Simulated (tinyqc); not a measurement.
Minimum-mode following (dimer method) and harmonic rate on a two-dimensional model surface: one step, computed by the program tinyqc. Command: `OMP_NUM_THREADS=1 python tinyqc.py 3007574 3007575 out.jsonl dimer walk`. One thread of a shared host (Intel(R) Xeon(R) Processor @ 2.30GHz), about 0.01 s of CPU time with the checks.

V(x, y) = h u^2 + t x + (kappa/2)(y + c u)^2 with u = x^2/w^2 - 1; the path runs from the minimum near (-w, 0) to that near (w, 0).

Problem. Dimer step 2. Dimer at R with unit axis N = (cos phi, sin phi) and normal T = (-sin phi, cos phi). Gradients g at R +/- delta N and at R +/- delta T give H N and H T by central differences, (g+ - g-)/(2 delta). With C_N = N.H N, C_T = T.H T and b = T.H N, rotate by theta = (1/2) atan2(-2b, C_T - C_N), the angle of least curvature C = (C_N + C_T)/2 - sqrt((C_N - C_T)^2/4 + b^2). Translate along F = -g + 2 (g.N) N if C < 0, else along F = (g.N) N, with the new axis: R(new) = R + eta F, the move limited to 0.2 angstrom.

Inputs (values chosen for the exercise, for a model surface):

| quantity | value | unit |
|---|---|---|
| height h | 0.8 | eV |
| half width w | 1.4 | angstrom |
| transverse stiffness kappa | 4.1 | eV/angstrom^2 |
| curvature c | 0.51 | angstrom |
| tilt t | 0.11 | eV/angstrom |
| half length delta | 0.02 | angstrom |
| step factor eta | 0.086 | angstrom^2/eV |

Surface: curved double well.

R after step 1 (angstrom): -0.4763113  0.3334540

phi after step 1 = 11.90139 degrees

Give: C_N, C_T, b; rotation theta; phi after step 2; least curvature C; gradient g; effective force F; R after step 2.

Solution.

C_N, C_T, b (eV/angstrom^2): -1.255  4.291  0.112

rotation theta = -1.159 degrees

phi after step 2 = 10.74 degrees

least curvature C = -1.257 eV/angstrom^2

gradient g (eV/angstrom): 0.9171  -0.4818

effective force F (eV/angstrom): 0.6769  0.7842

R after step 2 (angstrom): -0.4181  0.4009

The curvature is negative, so the force along the axis is inverted.
